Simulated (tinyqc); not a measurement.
Inside a calculation. Method: CIS on RHF in the sto-3g basis, for H4, spin multiplicity 1. Computed by tinyqc, a small Python program that keeps every step (integrals from PySCF). Settings: charge = 0, multiplicity = 1, basis = sto-3g, method = RHF, energy threshold = 1e-10, iteration cap = 68, orthogonalisation = canonical, start = core, DIIS depth = 6. Command: `OMP_NUM_THREADS=1 python tinyqc.py 28772 28773 out.jsonl` (the two numbers bound the seeds that draw the settings). One thread of a shared host (Intel(R) Xeon(R) Processor @ 2.60GHz), about 0.04 s of CPU time with the checks. The early iterations of the SCF are left out here.

## One-electron integrals

Geometry (angstrom):
```
atom         x         y         z
H     0.000000  0.000000  0.000000
H     0.000000  0.000000  0.874000
H     0.000000  0.000000  2.283000
H     0.000000  0.000000  3.157000
```

Basis sto-3g: exponents (1/bohr^2) and contraction coefficients of normalised primitives:
```
element  l (shell)  exponent  coefficient
H            s (1)  3.425251     0.154329
H            s (1)  0.623914     0.535328
H            s (1)  0.168855     0.444635
```

Overlap, kinetic and nuclear-attraction integrals over the contracted functions; the nuclear repulsion is the sum of Za Zb / Rab.

nuclear repulsion = 2.21770202 hartree

overlap S, order 1H 1s, 2H 1s, 3H 1s, 4H 1s:
$$\begin{pmatrix}
1.000000 & 0.573492 & 0.073564 & 0.013036 \\
0.573492 & 1.000000 & 0.292018 & 0.073564 \\
0.073564 & 0.292018 & 1.000000 & 0.573492 \\
0.013036 & 0.073564 & 0.573492 & 1.000000
\end{pmatrix}$$

kinetic energy T (hartree), order 1H 1s, 2H 1s, 3H 1s, 4H 1s:
$$\begin{pmatrix}
0.760032 & 0.164860 & -0.011462 & -0.005355 \\
0.164860 & 0.760032 & 0.018692 & -0.011462 \\
-0.011462 & 0.018692 & 0.760032 & 0.164860 \\
-0.005355 & -0.011462 & 0.164860 & 0.760032
\end{pmatrix}$$

nuclear attraction V (hartree), order 1H 1s, 2H 1s, 3H 1s, 4H 1s:
$$\begin{pmatrix}
-2.200969 & -1.252351 & -0.143349 & -0.024430 \\
-1.252351 & -2.406682 & -0.594591 & -0.143349 \\
-0.143349 & -0.594591 & -2.406682 & -1.252351 \\
-0.024430 & -0.143349 & -1.252351 & -2.200969
\end{pmatrix}$$

core Hamiltonian H = T + V (hartree), order 1H 1s, 2H 1s, 3H 1s, 4H 1s:
$$\begin{pmatrix}
-1.440937 & -1.087490 & -0.154811 & -0.029786 \\
-1.087490 & -1.646650 & -0.575898 & -0.154811 \\
-0.154811 & -0.575898 & -1.646650 & -1.087490 \\
-0.029786 & -0.154811 & -1.087490 & -1.440937
\end{pmatrix}$$

## Two-electron integrals

Functions are numbered as in S; the eight-fold symmetry (ij|kl) = (ji|kl) = (kl|ij) leaves the list below.

Two-electron integrals (ij|kl) in chemists' order, unique and non-zero (hartree):
```
(11|11) 0.774606   (21|11) 0.371304   (21|21) 0.217427   (22|11) 0.520931
(22|21) 0.371304   (22|22) 0.774606   (31|11) 0.032015   (31|21) 0.021071
(31|22) 0.041566   (31|31) 0.002677   (32|11) 0.098554   (32|21) 0.072202
(32|22) 0.160738   (32|31) 0.010957   (32|32) 0.049408   (33|11) 0.231526
(33|21) 0.164797   (33|22) 0.365517   (33|31) 0.032015   (33|32) 0.160738
(33|33) 0.774606   (41|11) 0.004469   (41|21) 0.003087   (41|22) 0.006418
(41|31) 0.000442   (41|32) 0.001921   (41|33) 0.006418   (41|41) 0.000078
(42|11) 0.020125   (42|21) 0.014512   (42|22) 0.032015   (42|31) 0.002360
(42|32) 0.010957   (42|33) 0.041566   (42|41) 0.000442   (42|42) 0.002677
(43|11) 0.112112   (43|21) 0.077174   (43|22) 0.164797   (43|31) 0.014512
(43|32) 0.072202   (43|33) 0.371304   (43|41) 0.003087   (43|42) 0.021071
(43|43) 0.217427   (44|11) 0.167616   (44|21) 0.112112   (44|22) 0.231526
(44|31) 0.020125   (44|32) 0.098554   (44|33) 0.520931   (44|41) 0.004469
(44|42) 0.032015   (44|43) 0.371304   (44|44) 0.774606
```

## Orthogonalisation

S = U s U^T; canonical form X = U s^(-1/2), so that X^T S X = 1. Each column of U has its largest component positive (the first on a tie).

eigenvalues of S: [0.328449, 0.490606, 1.366497, 1.814448]

X, order 1H 1s, 2H 1s, 3H 1s, 4H 1s:
$$\begin{pmatrix}
-0.746049 & 0.785468 & 0.481786 & 0.329768 \\
0.982710 & -0.634183 & 0.365761 & 0.408435 \\
-0.982710 & -0.634183 & -0.365761 & 0.408435 \\
0.746049 & 0.785468 & -0.481786 & 0.329768
\end{pmatrix}$$

## Starting guess

The start is the orbitals of the core Hamiltonian; D = 2 C_occ C_occ^T.

D at the start, order 1H 1s, 2H 1s, 3H 1s, 4H 1s:
$$\begin{pmatrix}
0.302751 & 0.556229 & -0.174299 & -0.164777 \\
0.556229 & 1.099355 & -0.042120 & -0.174299 \\
-0.174299 & -0.042120 & 1.099355 & 0.556229 \\
-0.164777 & -0.174299 & 0.556229 & 0.302751
\end{pmatrix}$$

## Iteration 6 (converged): orbitals

converged F (hartree), order 1H 1s, 2H 1s, 3H 1s, 4H 1s:
$$\begin{pmatrix}
-0.299772 & -0.534737 & -0.094655 & -0.008970 \\
-0.534737 & -0.330470 & -0.230207 & -0.094655 \\
-0.094655 & -0.230207 & -0.330470 & -0.534737 \\
-0.008970 & -0.094655 & -0.534737 & -0.299772
\end{pmatrix}$$

Diagonalise F' = X^T F X, C = X C', fill 2 alpha and 2 beta electrons from the bottom; D = 2 C_occ C_occ^T. Each column has its largest component positive (the first on a tie).

F' = X^T F X (hartree):
$$\begin{pmatrix}
0.773216 & 0.000000 & -0.039570 & 0.000000 \\
0.000000 & 0.422120 & 0.000000 & -0.010066 \\
-0.039570 & 0.000000 & -0.472029 & 0.000000 \\
0.000000 & -0.010066 & 0.000000 & -0.593301
\end{pmatrix}$$

orbital energies (hartree): MO1 -0.593400, MO2 -0.473286, MO3 0.422220, MO4 0.774472

coefficients C, order 1H 1s, 2H 1s, 3H 1s, 4H 1s:
$$\begin{pmatrix}
0.337538 & 0.457872 & 0.782160 & -0.760960 \\
0.402129 & 0.396757 & -0.638200 & 0.970609 \\
0.402129 & -0.396757 & -0.638200 & -0.970609 \\
0.337538 & -0.457872 & 0.782160 & 0.760960
\end{pmatrix}$$

D after iteration 6, order 1H 1s, 2H 1s, 3H 1s, 4H 1s:
$$\begin{pmatrix}
0.647157 & 0.634795 & -0.091861 & -0.191431 \\
0.634795 & 0.638247 & 0.008583 & -0.091861 \\
-0.091861 & 0.008583 & 0.638247 & 0.634795 \\
-0.191431 & -0.091861 & 0.634795 & 0.647157
\end{pmatrix}$$

## Convergence

Stop when the energy changes by less than 1e-10 hartree and every element of the error matrix X^T (F D S - S D F) X is below 3e-06.

Course of the cycle:
```
iteration  E (hartree)     change  largest element of the error matrix
1          -2.06080155          -                             3.72e-01
2          -2.18385453  -1.23e-01                             1.10e-02
3          -2.18392799  -7.35e-05                             2.00e-03
4          -2.18393238  -4.39e-06                             1.11e-05
5          -2.18393238  -9.71e-11                             3.85e-06
6          -2.18393238  -8.39e-12                             2.33e-06
```

PySCF RHF in the same basis = -2.18393238 hartree

Converged in 6 iterations.

## Populations, bond orders and dipole

Mulliken: Z minus the diagonal of D S on the atom; Loewdin: the same with S^(1/2) D S^(1/2); Mayer order: 2 sum_s sum (D(s) S)_ij (D(s) S)_ji over the two atoms.

Charges (e):
```
atom   Mulliken    Loewdin
1H    -0.001954  -0.007902
2H     0.001954   0.007902
3H     0.001954   0.007902
4H    -0.001954  -0.007902
```

Mayer bond orders:
```
pair      order
2-1    0.965277
3-1   -0.000994
3-2    0.035713
4-1    0.035713
4-2   -0.000994
4-3    0.965277
```

dipole moment about the origin, x y z (debye): [0.000000, 0.000000, 0.000000]

## Integrals over molecular orbitals

(pq|rs) = sum C_ip C_jq C_kr C_ls (ij|kl), one index at a time.

one-electron integrals over orbitals h = C^T H C (hartree):
$$\begin{pmatrix}
-1.728417 & 0.000000 & 0.117961 & 0.000000 \\
0.000000 & -1.606532 & 0.000000 & -0.107142 \\
0.117961 & 0.000000 & -1.129485 & 0.000000 \\
0.000000 & -0.107142 & 0.000000 & -0.896269
\end{pmatrix}$$

Two-electron integrals over orbitals (pq|rs), unique and non-zero (hartree):
```
(11|11) 0.452598    (21|21) 0.200713    (22|11) 0.441566    (22|22) 0.450828
(31|11) -0.045700   (31|22) -0.002022   (31|31) 0.105011    (32|21) 0.068217
(32|32) 0.101722    (33|11) 0.439458    (33|22) 0.439761    (33|31) -0.012163
(33|33) 0.457580    (41|21) 0.021120    (41|32) -0.074832   (41|41) 0.088210
(42|11) 0.055558    (42|22) 0.017147    (42|31) -0.101971   (42|33) 0.014573
(42|42) 0.107318    (43|21) -0.193066   (43|32) -0.069737   (43|41) -0.018540
(43|43) 0.205703    (44|11) 0.471689    (44|22) 0.461446    (44|31) -0.050316
(44|33) 0.473148    (44|42) 0.061428    (44|44) 0.516869
```

## CIS matrix, singlets

A(ia,jb) = (e_a - e_i) d_ij d_ab + 2 (ia|jb) - (ij|ab).

CIS matrix A, singlet (hartree), order 1>3, 1>4, 2>3, 2>4:
$$\begin{pmatrix}
0.786184 & 0.000000 & 0.000000 & -0.010877 \\
0.000000 & 1.072604 & 0.043402 & 0.000000 \\
0.000000 & 0.043402 & 0.659189 & 0.000000 \\
-0.010877 & 0.000000 & 0.000000 & 1.000948
\end{pmatrix}$$

## CIS singlet states

dipole integrals <i|r|a> (bohr), order 1>3, 1>4, 2>3, 2>4:
$$\begin{pmatrix}
0.000000 & 0.000000 & 0.000000 \\
0.000000 & 0.000000 & 0.516609 \\
0.000000 & 0.000000 & -1.433956 \\
0.000000 & 0.000000 & 0.000000
\end{pmatrix}$$

Diagonalise A (1 hartree = 27.211386 eV); each vector has its largest component positive (the first on a tie). The transition dipole is mu = sqrt2 sum c_ia <i|r|a>.

singlet excitation energies (eV): [17.814790, 21.378197, 27.252141, 29.309697]

lowest vectors, order 1>3, 1>4, 2>3, 2>4:
$$\begin{pmatrix}
0.000000 & 0.998727 & -0.050450 & 0.000000 \\
-0.103296 & 0.000000 & 0.000000 & 0.994651 \\
0.994651 & 0.000000 & 0.000000 & 0.103296 \\
0.000000 & 0.050450 & 0.998727 & 0.000000
\end{pmatrix}$$

oscillator strengths 2/3 w |mu|^2: [1.911113, 0.000000, 0.000000, 0.192090]

## CIS matrix, triplets

A(ia,jb) = (e_a - e_i) d_ij d_ab - (ij|ab).

CIS matrix A, triplet (hartree), order 1>3, 1>4, 2>3, 2>4:
$$\begin{pmatrix}
0.576163 & 0.000000 & 0.000000 & 0.193066 \\
0.000000 & 0.896184 & 0.193066 & 0.000000 \\
0.000000 & 0.193066 & 0.455745 & 0.000000 \\
0.193066 & 0.000000 & 0.000000 & 0.786312
\end{pmatrix}$$

## CIS triplet states

Diagonalise A (1 hartree = 27.211386 eV); each vector has its largest component positive (the first on a tie).

triplet excitation energies (eV): [10.424599, 12.556147, 24.518671, 26.363252]

lowest vectors, order 1>3, 1>4, 2>3, 2>4:
$$\begin{pmatrix}
0.000000 & 0.859660 & 0.510866 & 0.000000 \\
-0.352176 & 0.000000 & 0.000000 & 0.935934 \\
0.935934 & 0.000000 & 0.000000 & 0.352176 \\
0.000000 & -0.510866 & 0.859660 & 0.000000
\end{pmatrix}$$
